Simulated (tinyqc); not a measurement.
Model-solid line-up of a strained alloy layer on a substrate, step by step. Values are carried at full precision from step to step, so a last printed digit may differ when a step is redone from the rounded ones.

All values of the alloy are linear in x but the gap, Eg(x) = (1 - x) Eg_A + x Eg_B - C x (1 - x), and the valence edge, Ev(x) = (1 - x) Ev_A + x Ev_B + fv C x (1 - x); Ec = Ev + Eg. Ev is the top of the unstrained valence band on a scale common to all materials. In the layer only the Gamma valley of the conduction band is followed, also where an X or L valley would lie lower.

Parameters, chosen for this exercise (A near GaSb, B near GaAs, substrate near InP; the results hold for these values, not for the real material):
- a = (6.09, 5.651) angstrom (lattice constant of A, B)
- Eg = (0.818, 1.497) eV (gap at Gamma to the s-like level of A, B)
- Dso = (0.762, 0.341) eV (spin-orbit splitting of A, B)
- Ev = (-0.03, -0.8) eV (top of the unstrained valence band of A, B)
- ac = (-7.61, -7.2) eV (conduction deformation potential of A, B)
- av = (0.8, 1.15) eV (valence hydrostatic potential of A, B)
- b = (-1.99, -2.03) eV (tetragonal shear potential of A, B)
- d = (-4.73, -4.78) eV (trigonal shear potential of A, B)
- C11 = (87.4, 121.4) GPa (of A, B)
- C12 = (39.8, 56.9) GPa (of A, B)
- C44 = (42.6, 59.4) GPa (of A, B)
- C = 1.321 eV (bowing of the gap)
- fv = 0.6 (share of the bowing taken by the valence edge)
- x = 0.28 (fraction of B)
- a_s = 5.862 angstrom (substrate)
- face = 001 (growth face)
- Eg_s = 1.414 eV (lowest gap of the substrate)
- Ev_s = -0.93 eV (substrate valence edge)

## Values of the alloy

Interpolate.

Alloy at x (a in angstrom, C11, C12, C44 in GPa, all else in eV):
```
symbol    value
a        5.9671
Eg       0.7418
Dso      0.6441
Ev      -0.0858
ac      -7.4952
av       0.8980
b       -2.0012
d       -4.7440
C11     96.9200
C12     44.5880
C44     47.3040
```

## Strain on the (001) substrate

Coherent growth on a (001) face: e_par = (a_s - a)/a, e_perp = -2 (C12/C11) e_par; exx = eyy = e_par, ezz = e_perp, no shear.

Use the values of the alloy.

e_par = -0.017610
e_perp = 0.016203

strain tensor in the cubic axes, rows x, y, z and columns alike:
```
[[-0.017610, 0.000000, 0.000000],
 [0.000000, -0.017610, 0.000000],
 [0.000000, 0.000000, 0.016203]]
```

The layer is under compression in the plane; its volume changes by -1.902 %.

## Strained band edges

Strained edges: Ec + ac tr(e); the valence edges are Ev plus the levels of the 6 x 6 matrix of X, Y, Z times spin with -Dso/3 + l exx + m (eyy + ezz) on the diagonal (cyclic), n exy off it, l = av + 2 b, m = av - b, n = sqrt(3) d. Spin-orbit term (Dso/3) L.sigma on X, Y, Z with (L_k)_ij = -i epsilon_kij: <X+|H|Y+> = -i Dso/3, <X+|H|Z-> = Dso/3, <Y+|H|Z-> = -i Dso/3, <Z+|H|X-> = -Dso/3, <Z+|H|Y-> = i Dso/3, <X-|H|Y-> = i Dso/3, and their conjugates; + and - are the spin along z.

Give the hydrostatic shifts, the strain block and the edges.

ac tr(e), av tr(e) (eV): [0.1425, -0.0171]

strain block (eV), rows X, Y, Z and columns alike:
```
[[0.0506, 0, 0],
 [0, 0.0506, 0],
 [0, 0, -0.1524]]
```

Ec and the three valence edges from the top (eV): [0.7985, -0.0352, -0.1551, -0.7625]

strained gap = 0.8338 eV

Strain moves the gap by +92 meV: +160 meV from the volume and -68 meV from the splitting of the valence edge, which always raises the top.

## Offsets against the substrate material

dEc = Ec(substrate) - Ec(layer), dEv = Ev(layer) - Ev(substrate); positive values confine the carrier in the layer. Type I: both of one sign; type II: opposite signs; type III: the gaps do not overlap.

Give also the smallest gap across the interface, min Ec - max Ev.

dEc = -0.3145 eV
dEv = 0.8948 eV

type: II

smallest gap = 0.5192 eV

Electrons collect in the substrate material and holes in the layer.

## Critical thickness (Matthews-Blakeslee, single layer)

h = K (ln(h/b) + 1) with K = b (1 - nu/4)/(4 pi |e_par| (1 + nu)) for 60-degree dislocations, b = a/sqrt(2) the Burgers vector (not the shear potential of the table), nu = C12/(C11 + C12). Iterate from h = 10 b until h changes by less than 1e-6 of itself.

b (Burgers vector) = 4.2194 angstrom
nu = 0.3151
K = 13.36 angstrom

first iterates (angstrom): [42.2, 44.1, 44.7, 44.9, 44.9, 45.0]

critical thickness = 4.50 nm

Thicker layers can relax, and the strained edges then no longer apply; metastable growth often exceeds this equilibrium value.

## Checks

- Valence edges against the closed form for (001) strain: they agree to 1e-10 or better.

Computed by tinyqc, a small Python program: `OMP_NUM_THREADS=1 python tinyqc.py 1080608 1080609 out.jsonl` (the numbers bound the seed that draws the inputs); one thread of a shared host (Intel(R) Xeon(R) Processor @ 2.30GHz), about 0.01 s for the whole set of steps.
